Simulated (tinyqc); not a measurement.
# Resistance of a tapered via with liner, size effect and interface: effects of single changes

A round via whose diameter grows from db at the bottom as D(z) = db + 2 z/tan(ang). The fill, of diameter D - 2 tl, starts above the bottom liner (thickness fb tl) and has rho = rho0 (1 + ks lam/(D - 2 tl)); the sidewall liner conducts in parallel with it. The bottom liner and the interface are crossed over the full area pi db^2/4. Spreading in the lines above and below is left out.

Inputs (values chosen for the exercise); fill metal close to copper: diameter at the bottom db = 35 nm; height hv = 58 nm; sidewall angle ang = 87 degrees; bulk resistivity of the fill rho0 = 1.66 uohm cm; mean free path of the fill lam = 40.2 nm; size-effect factor ks = 0.7; liner on the sidewall tl = 2.8 nm; liner at the bottom over that on the sidewall fb = 0.7; resistivity of the liner rl = 220 uohm cm; interface resistivity at the bottom ri = 1.2e-12 ohm cm^2; ballistic conductance per area, about 3/(4 rho0 lam) Sb = 1.1e15 S/m^2; bulk resistivity of the second fill (close to ruthenium) rho2 = 7.69 uohm cm; its mean free path lam2 = 6.4 nm; its liner tl2 = 0.1 nm.

Each table varies one quantity; the others keep the values above.

## Via resistance against the diameter at the bottom

Slices between z0 = fb tl and hv, evaluated at their midpoints: conductance per length pi/4 [(D - 2 tl)^2/rho + (D^2 - (D - 2 tl)^2)/rl], slice resistance = slice height over that. 2000 slices. R_fill = sum of the slices; R_bottom = rl fb tl/(pi db^2/4); R_interface = ri/(pi db^2/4); ballistic (Sharvin) limit 1/(Sb pi (db - 2 tl)^2/4); ideal cylinder rho0 hv/(pi db^2/4).

Via resistance against the diameter at the bottom:
```
db (nm),R_fill (ohm),R_bottom (ohm),R_interface (ohm),R (ohm),ballistic limit (ohm),R over ideal cylinder,largest part
8.3,268.39,79.695,2.2179,350.30,158.78,19.686,fill
11,80.686,45.374,1.2627,127.32,39.694,12.567,fill
16,21.004,21.446,0.59683,43.047,10.702,8.9895,bottom liner
22,7.7492,11.343,0.31568,19.408,4.3036,7.6628,bottom liner
30,3.1892,6.1002,0.16977,9.4592,1.9442,6.9447,bottom liner
42,1.3016,3.1124,0.086615,4.5006,0.87360,6.4763,bottom liner
58,0.57923,1.6320,0.045419,2.2567,0.42156,6.1927,bottom liner
80,0.26855,0.85785,0.023873,1.1503,0.20911,6.0053,bottom liner
```

R falls from 350 to 1.15 ohm. The fill is the largest part at db = 8.3, the bottom liner from 16 on. R goes as db^(-3.59) between the first two rows and db^(-2.10) between the last two; area alone gives -2. For db = 8.3, 16, 22, 30, 42, 58, 80 the ballistic limit exceeds half of R_fill, so the diffusive model understates R.

## Via resistance against the liner on the sidewall

Same model as above.

2000 slices.

The same in every row: R_interface (ohm) = 0.1247.

Via resistance against the liner on the sidewall:
```
tl (nm),R_fill (ohm),R_bottom (ohm),R (ohm),ballistic limit (ohm),R over ideal cylinder,largest part
0,1.487,0,1.612,0.9449,1.611,fill
0.6,1.593,0.9604,2.678,1.013,2.676,fill
1.1,1.691,1.761,3.576,1.076,3.573,bottom liner
1.7,1.820,2.721,4.666,1.159,4.662,bottom liner
2.3,1.965,3.681,5.771,1.252,5.767,bottom liner
2.9,2.128,4.642,6.895,1.358,6.890,bottom liner
3.4,2.280,5.442,7.847,1.456,7.842,bottom liner
4,2.486,6.403,9.013,1.588,9.007,bottom liner
```

What does the table show?

R rises from 1.61 to 9.01 ohm. The fill is the largest part at tl = 0, the bottom liner from 1.1 on. The share of the two bottom terms goes from 7.74 to 72.4 %. In every row the ballistic limit exceeds half of R_fill, so the diffusive model understates R.

## Two fill metals against the diameter

2000 slices. R_fill = sum of the slices; R_bottom = rl fb tl/(pi db^2/4); R_interface = ri/(pi db^2/4). The second fill has rho2, lam2 and tl2 in place of rho0, lam and tl.

Result of one run:
```
db (nm),"R, first fill (ohm)","R, second fill (ohm)",ratio second/first
49,3.230,2.446,0.7573
```

What becomes of these results when the diameter at the bottom db is changed from 49 to 8.5 nm, all else the same?

Result of the changed run:
```
db (nm),"R, first fill (ohm)","R, second fill (ohm)",ratio second/first
8.5,318.9,72.38,0.2270
```

The whole series:
```
db (nm),"R, first fill (ohm)","R, second fill (ohm)",ratio second/first
8.5,318.9,72.38,0.2270
12,96.93,37.71,0.3890
17,36.75,19.35,0.5265
24,15.79,9.922,0.6281
35,6.706,4.744,0.7074
49,3.230,2.446,0.7573
70,1.520,1.208,0.7948
100,0.7247,0.5950,0.8210
```

The ratio goes from 0.227 to 0.821. The second fill gives the lower R in every row.

tinyqc, about 0.01 s, one thread, Intel Xeon 2.30GHz (shared host): `OMP_NUM_THREADS=1 python tinyqc.py 2750047 2750048 out.jsonl`
